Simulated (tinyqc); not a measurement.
Worked calculation: one-electron ion in a basis of Gaussians. One step of it, computed by the program tinyqc.

Problem. Matrices over normalised Gaussians. With p = a_i + a_j and I(k) = Gamma((k+1)/2) / (2 p^((k+1)/2)): S = I(2l+2), T = (2l+3) a_i a_j S / p, V = -Z I(2l+1), each divided by sqrt(S_ii S_jj).

exponents of r^l exp(-a r^2) (1/bohr^2): 0.256400  1.243000  6.027000  29.220000  141.700000

Z = 4

l = 1

Give: S; T; V.

Solution.

S:
```
,1,2,3,4,5
1,1.0000,0.4921,0.0985,0.0149,0.0021
2,0.4921,1.0000,0.4920,0.0985,0.0149
3,0.0985,0.4920,1.0000,0.4920,0.0985
4,0.0149,0.0985,0.4920,1.0000,0.4919
5,0.0021,0.0149,0.0985,0.4919,1.0000
```

T (hartree):
```
,1,2,3,4,5
1,0.6410,0.5229,0.1211,0.0189,0.0027
2,0.5229,3.1075,2.5349,0.5871,0.0915
3,0.1211,2.5349,15.0675,12.2921,2.8461
4,0.0189,0.5871,12.2921,73.0500,59.5844
5,0.0027,0.0915,2.8461,59.5844,354.2500
```

V (hartree):
```
,1,2,3,4,5
1,-2.1548,-1.8130,-0.7428,-0.2428,-0.0753
2,-1.8130,-4.7443,-3.9916,-1.6355,-0.5345
3,-0.7428,-3.9916,-10.4469,-8.7898,-3.6010
4,-0.2428,-1.6355,-8.7898,-23.0027,-19.3520
5,-0.0753,-0.5345,-3.6010,-19.3520,-50.6552
```
